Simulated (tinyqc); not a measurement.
Kinetics of strain relaxation and threading dislocations in mismatched semiconductor layers: one step, computed by the program tinyqc. Command: `OMP_NUM_THREADS=1 python tinyqc.py 3009185 3009186 out.jsonl threading walk`. One thread of a shared host (Intel(R) Xeon(R) Processor @ 2.30GHz), about 0.01 s of CPU time with the checks.

60-degree dislocations on {111} planes of a (001) layer, isotropic elasticity. The Schmid factor is 1/sqrt(6), and a misfit segment relieves strain with b/2.

Problem. Relaxation in the anneal. Excess resolved stress tau = (1/sqrt 6) [2 G (1 + nu)/(1 - nu)] (e - e_eq), e_eq = b (1 - nu/4) [ln(h/b) + 1]/(4 pi (1 + nu) h), the Matthews-Blakeslee strain of an uncapped layer; glide velocity v = v0 tau exp(-Q/(k_B T)), tau in MPa. Threads run in two directions, so de/dt = -(b/4) rho v, with rho fixed. With x = e - e_eq, x0 = f - e_eq (fully strained at t = 0) and v = m S x (m the mobility, S x = tau): x = x0 exp(-t/t_r), t_r = 4/(b rho_0 m S). The half time is that at which x = x0/2.

Inputs (values chosen for the exercise, modelled on In(0.2)Ga(0.8)As on GaAs):
```
quantity                        value      unit
misfit f                       0.0149         -
shear modulus G                  45.4       GPa
Poisson ratio nu                 0.32         -
Burgers vector b                 4.05  angstrom
anneal temperature T              582         K
anneal time t                     190         s
initial thread density rho_0    8e+06    1/cm^2
multiplication constant delta    3200       1/m
```

Sources: fixed density of threads.

mobility v/tau = 3.488672e-08 m/s per MPa

equilibrium strain e_eq = 0.001644614

Give: strain left e; share of the excess strain relieved; thread density; half time.

Solution.

strain left e = 0.001923

share of the excess strain relieved = 97.90 %

thread density = 8.00e+06 1/cm^2

half time = 34.09 s

Most of the excess strain is gone. The misfit lines laid down are 0.016 micrometre apart. Caution: blocking of threads by crossing misfit lines, left out here, leaves real layers with more strain.
